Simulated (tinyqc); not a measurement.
# Short-channel transistor, virtual-source model with series resistance, step by step

Computed by the program tinyqc: `OMP_NUM_THREADS=1 python tinyqc.py 2380136 2380137 out.jsonl`, one thread of a shared Intel Xeon 2.30GHz, about 0.01 s for the whole run. Printed values are rounded.

The current per gate width is the charge at the top of the source barrier (the virtual source) times its velocity times a saturation function; al and be are fitting constants of the model. Units: I in uA/um, Rs in ohm um, so I Rs = 1e-6 I Rs in volts; Q in uC/cm^2, so I = 1e-4 Q vx0 Fsat with vx0 in cm/s.

Values chosen for this exercise:
```
symbol,value,unit,meaning
T,293,K,temperature
Cinv,3.18,uF/cm^2,inversion capacitance
vx0,3.62e7,cm/s,velocity at the virtual source
mu,150,cm^2/(V s),apparent mobility
L,25,nm,channel length
VT0,0.34,V,threshold at zero drain voltage
dl,0.028,V/V,drain-induced barrier lowering
n0,1.46,,subthreshold factor
nd,0.05,1/V,growth of n with drain voltage
al,3.5,,threshold shift (in units of Vt) from weak to strong inversion
be,1.8,,sharpness of saturation
Rs,200,ohm um,series resistance of each contact
Vgs,0.9,V,gate voltage
Vds,0.45,V,drain voltage
```

Constants: q = 1.602176634e-19 C, kB = 1.380649e-23 J/K, Vt = kB T/q. Results are converted to the units shown.

## Iteration 1: current through the series resistance

I at the start = 0 uA/um

Intrinsic voltages Vg' = Vgs - I Rs, Vd' = Vds - 2 I Rs. n = n0 + nd Vd', VT = VT0 - dl Vd', Ff = 1/(1 + exp((Vg' - VT + al Vt/2)/(al Vt))), Q = Cinv n Vt ln(1 + exp((Vg' - VT + al Vt Ff)/(n Vt))), Vdsat = (vx0 L/mu)(1 - Ff) + Vt Ff, Fsat = u/(1 + u^be)^(1/be) with u = Vd'/Vdsat, and I(out) = Q vx0 Fsat per width. (Fsat takes the sign of u.) Newton step: I(new) = I + (I(out) - I)/(1 - s), s = dI(out)/dI by a central difference with +/- 0.001 uA/um.

Vg' = 0.9 V
Vd' = 0.45 V
VT = 0.3274 V
Ff = 9.298850e-4
Q = 1.821129 uC/cm^2
Vdsat = 0.6027958 V
Fsat = 0.5768014
I(out) = 3802.556 uA/um
s = -3.520639
I after iteration 1 = 841.1545 uA/um

## Iteration 2: current through the series resistance

As before.

Vg' = 0.7317691 V
Vd' = 0.1135382 V
VT = 0.3368209 V
Ff = 0.006900630
Q = 1.257877 uC/cm^2
Vdsat = 0.5993442 V
Fsat = 0.1843663
I(out) = 839.5145 uA/um
s = -3.249190
I after iteration 2 = 840.7686 uA/um

## Iteration 3: current through the series resistance

As before.

Vg' = 0.7318463 V
Vd' = 0.1136926 V
VT = 0.3368166 V
Ff = 0.006894311
Q = 1.258134 uC/cm^2
Vdsat = 0.5993478 V
Fsat = 0.1846039
I(out) = 840.7687 uA/um
s = -3.249811
I after iteration 3 = 840.7686 uA/um

## Course of the iteration: current through the series resistance

Stop when I changes by less than 1e-7 uA/um, or after 80 iterations.

Course of the iteration:

| iteration | I (uA/um) | \|change\| (uA/um) |
|---|---|---|
| 1 | 841.1545 | 841 |
| 2 | 840.7686 | 0.386 |
| 3 | 840.7686 | 2.82e-5 |
| 4 | 840.7686 | < 1e-10 |

Converged in 4 iterations. The change falls from 840 in the first iteration to below the tolerance in the last.

## What the series resistance costs

converged I = 840.7686 uA/um
I0 = 3802.556 uA/um

Intrinsic voltages Vg' = Vgs - I Rs, Vd' = Vds - 2 I Rs. n = n0 + nd Vd', VT = VT0 - dl Vd', Ff = 1/(1 + exp((Vg' - VT + al Vt/2)/(al Vt))), Q = Cinv n Vt ln(1 + exp((Vg' - VT + al Vt Ff)/(n Vt))), Vdsat = (vx0 L/mu)(1 - Ff) + Vt Ff, Fsat = u/(1 + u^be)^(1/be) with u = Vd'/Vdsat, and I = Q vx0 Fsat per width. I0 is the current for Rs = 0. Effective velocity I/Q; transit time L Q/I.

loss against I0 = 77.88938 %
effective velocity = 6.682661e6 cm/s
transit time = 0.3741025 ps

The carriers leave the virtual source at 18.5 % of vx0: Vd' is not large against Vdsat.
